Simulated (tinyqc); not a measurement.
What each parameter does: tunnelling through a thin dielectric with one trap, as a tight-binding chain.

Hopping -t everywhere, t = c/(m a^2), c = hbar^2/2m0; lead sites at 2t (band bottom 0), barrier sites 1 to N at 2t + phi, and site j has U besides. No voltage. Leads give S = -t exp(ika) on sites 1 and N, cos(ka) = 1 - E/(2t). T = (2 t sin(ka))^2 |G_1N|^2, G = (E - H - S)^-1. In the barrier cosh(q a) = 1 + (phi - E)/(2t).

Resonance: the lowest eigenvalue of H + S(E), iterated until its real part equals E (40 rounds from Eb = phi + 2t - sqrt(4t^2 + U^2), the level in an endless barrier). With v the normalised squared amplitudes of that state, Gamma_L = 2 t sin(ka) v_1, Gamma_R = 2 t sin(ka) v_N; Breit-Wigner T = Gamma_L Gamma_R/((E - Er)^2 + (Gamma_L + Gamma_R)^2/4).

Constants: hbar^2/2m0 = 3.80998211 eV angstrom^2.

Inputs chosen for the exercise (barrier and mass of the size used for Al2O3 on silicon; not measured data): a = 2.5 angstrom (site spacing); m = 0.28 m0 (mass, the same in leads and barrier); phi = 2.07 eV (conduction edge of the barrier above that of the leads); N = 9 (barrier sites); j = 7 (site of the trap); U = -3.16 eV (extra energy on the trap site); E = 0.54 eV (electron energy).

Resonance and log10 T at E.

Results for these values:

| case | Er (eV) | Gamma_L (meV) | Gamma_R (meV) | log10 T |
|---|---|---|---|---|
| base | 1.0466 | 0.6033 | 131.8 | -4.431 |

What happens to each result for m = 0.258 m0, all else kept?

Answer: Er rises from 1.0466 to 1.1169; Gamma_L rises from 0.6033 to 1.065; Gamma_R rises from 131.8 to 159.3; log10 T rises from -4.431 to -4.302.

The same for each parameter in turn:

| case | Er (eV) | Gamma_L (meV) | Gamma_R (meV) | log10 T |
|---|---|---|---|---|
| base | 1.0466 | 0.6033 | 131.8 | -4.431 |
| m = 0.258 m0 | 1.1169 | 1.065 | 159.3 | -4.302 |
| phi = 2.17 eV | 1.1502 | 0.6075 | 132.0 | -4.754 |
| N = 10 | 1.0458 | 0.5885 | 33.45 | -5.156 |
| j = 6 | 1.0459 | 2.263 | 33.47 | -4.448 |
| U = -3.065 eV | 1.1054 | 0.7297 | 137.6 | -4.532 |

(tinyqc, `OMP_NUM_THREADS=1 python tinyqc.py 1480695 1480696 out.jsonl`, Intel(R) Xeon(R) Processor @ 2.30GHz, 1 thread, shared host, about 0.06 s.)
